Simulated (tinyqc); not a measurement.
Inside a calculation. Model: MOSFET in the linear regime without short-channel effects, parameter extraction from computed curves.

Numbers from tinyqc (`OMP_NUM_THREADS=1 python tinyqc.py 2210090 2210091 out.jsonl`; about 0.01 s on one thread of a shared Intel Xeon 2.30GHz). Printed values are rounded.

Inversion charge Q = Cox n Vt W0(exp((Vg - VT)/(n Vt))), W0 the Lambert function and n = nf; u = Q/Cox; mobility mu = mu0/(1 + th1 u + th2 u^2); channel resistance Rch = (L - dL)/(W mu Q); Id = Vd/(Rch + Rsd/W). Cox = eps0 eox/tox. Small Vd, no channel-length or drain effects.

Parameters, values chosen for the exercise; channel values of the order met in silicon transistors:
```
symbol  value        unit                                                                 meaning
T         200           K                                                             temperature
eox       3.9              relative permittivity of the gate insulator (close to silicon dioxide)
tox       1.8          nm                                                     insulator thickness
mu0       250  cm^2/(V s)                                                      low-field mobility
th1       0.5         1/V                                       first mobility attenuation factor
th2         0       1/V^2                                      second mobility attenuation factor
VT        0.4           V                                                       threshold voltage
nf        1.4                                                                         body factor
W         0.5          um                                                              gate width
L       0.075          um                                                       drawn gate length
dL      0.009          um                                             drawn less effective length
Rsd       100      ohm um                                            source plus drain resistance
Vd       0.05           V                                                           drain voltage
```

Constants: q = 1.602176634e-19 C, kB = 1.380649e-23 J/K, Vt = kB T/q, eps0 = 8.8541878128e-14 F/cm where lengths are in cm. Results are converted to the units shown.

## Transfer curve

Vg, point 0 to 8 (V): 0.2  0.3  0.4  0.5  0.6  0.7  0.8  0.9  1

u, mu, Rch and Id as defined.

```
point       u (V)  mu (cm^2/(V s))  Rch (ohm)     Id (uA)
0      6.06150e-6          249.999  4.54061e7  0.00110117
1      3.76558e-4          249.953  7.31042e5   0.0683768
2       0.0136843          248.301    20250.3     2.44496
3       0.0732167          241.171    3896.71     12.2049
4        0.155104          232.007    1912.09     23.6732
5        0.244157          222.801    1264.88     34.1326
6        0.336422          214.002    955.718     43.2631
7        0.430474          205.721    776.975     51.1784
8        0.525654          197.969    661.206     58.0581
```

## Threshold and mobility at the peak transconductance

gm_i = (Id_(i+1) - Id_(i-1))/(Vg_(i+1) - Vg_(i-1)); at the point j of largest gm the tangent meets the axis at V_ext = Vg_j - Id_j/gm_j; field-effect mobility gm_j L/(W Cox Vd) with the drawn L.

gm, point 1 to 7 (uS): 12.2193  60.6827  106.141  109.638  97.9495  85.2288  73.9748
j = 4
V_ext = 0.384079 V
field-effect mobility = 171.452 cm^2/(V s)

V_ext is 16 mV below the model VT, and the mobility so found is 40 % below mu0 L/(L - dL) = 284 cm^2/(V s), the value for the drawn L; attenuation, series resistance and the slow approach of Q to a straight line all lower the peak gm.

## The Y function

Y_i = Id_i/sqrt(gm_i). For Id = beta Vd x/(1 + th x), x = Vg - VT, Y = sqrt(beta Vd) x whatever th. Slope s from points 4 and 7; VT_Y = Vg - Y/s at point 7; beta = s^2/Vd; mobility beta L/(W Cox) with the drawn L; th* = (beta Vd x/Id - 1)/x at point 7.

Y, point 1 to 7 (uA^0.5 V^0.5): 0.0195608  0.313862  1.18466  2.26087  3.44880  4.68624  5.95038
s = 12.2983 uA^0.5 V^-0.5
VT_Y = 0.416164 V
beta = 3024.98 uA/V^2
mobility from Y = 236.523 cm^2/(V s)
th* = 0.888516 1/V

The mobility from Y is 17 % below mu0 L/(L - dL) = 284 cm^2/(V s), which it should reach in deep inversion when th2 = 0. th* compares with th1 + mu0 Cox Rsd/(L - dL) = 1.23 1/V, since series resistance enters like th1. The match is poor here: at these overdrives Q is not yet a straight line in Vg.
